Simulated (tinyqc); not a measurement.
Optical transitions of a finite quantum well: one step. Confinement energies. Two cases, with inputs chosen for the exercise.

Problem. Up to three levels for each carrier.

Each carrier sees a square well of width L with its own depth V and masses m (inside), mb (outside); c = hbar^2/2m0, k = sqrt(m E/c), kappa = sqrt(mb (V - E)/c), and level n solves k L + 2 atan[(k/m)/(kappa/mb)] = n pi. The envelope is cos(kz) for odd n and sin(kz) for even n inside, joins exp(-kappa (|z| - L/2)) outside, and is normalised to 1. Excitons and band mixing are left out.

Constants: hbar^2/2m0 = 3.80998211 eV angstrom^2.

Case 1.

Values chosen (near those of a GaAs well in AlGaAs; the results hold for these values, not for the real material): L = 129 angstrom (well width); Eg = 1.508 eV (gap of the well); Vc = 0.324 eV (conduction offset); Vv = 0.184 eV (valence offset); me = 0.0673 m0 (electron, well); meb = 0.1002 m0 (electron, barrier); mh = 0.336 m0 (heavy hole along z, well); mhb = 0.417 m0 (heavy hole, barrier); ml = 0.0877 m0 (light hole along z, well); mlb = 0.1136 m0 (light hole, barrier).

Case 2.

Values chosen (near those of an InGaAs well in InAlAs; the results hold for these values, not for the real material): L = 132 angstrom (well width); Eg = 0.807 eV (gap of the well); Vc = 0.533 eV (conduction offset); Vv = 0.215 eV (valence offset); me = 0.0404 m0 (electron, well); meb = 0.0738 m0 (electron, barrier); mh = 0.367 m0 (heavy hole along z, well); mhb = 0.401 m0 (heavy hole, barrier); ml = 0.0536 m0 (light hole along z, well); mlb = 0.0919 m0 (light hole, barrier).

Give: a table of level, E (eV), k (1/angstrom), kappa (1/angstrom).

Solution.

Case 1.

Levels:

| level | E (eV) | k (1/angstrom) | kappa (1/angstrom) |
|---|---|---|---|
| e1 | 0.0215 | 0.01948 | 0.08920 |
| e2 | 0.0857 | 0.03891 | 0.07916 |
| e3 | 0.1906 | 0.05802 | 0.05923 |
| hh1 | 0.0052 | 0.02144 | 0.13989 |
| hh2 | 0.0208 | 0.04284 | 0.13365 |
| hh3 | 0.0466 | 0.06413 | 0.12261 |
| lh1 | 0.0159 | 0.01913 | 0.07080 |
| lh2 | 0.0629 | 0.03805 | 0.06009 |
| lh3 | 0.1367 | 0.05610 | 0.03754 |

Case 2.

Levels:

| level | E (eV) | k (1/angstrom) | kappa (1/angstrom) |
|---|---|---|---|
| e1 | 0.0331 | 0.01873 | 0.09840 |
| e2 | 0.1331 | 0.03757 | 0.08801 |
| e3 | 0.2996 | 0.05636 | 0.06724 |
| hh1 | 0.0048 | 0.02143 | 0.14875 |
| hh2 | 0.0190 | 0.04283 | 0.14361 |
| hh3 | 0.0427 | 0.06413 | 0.13467 |
| lh1 | 0.0218 | 0.01752 | 0.06826 |
| lh2 | 0.0875 | 0.03508 | 0.05546 |
| lh3 | 0.1900 | 0.05170 | 0.02457 |

Computed by tinyqc, one run a case: `OMP_NUM_THREADS=1 python tinyqc.py N N+1 out.jsonl` with N = 1250087, 1250197; one thread of a shared Intel(R) Xeon(R) Processor @ 2.30GHz, about 0.08 s a run at most.
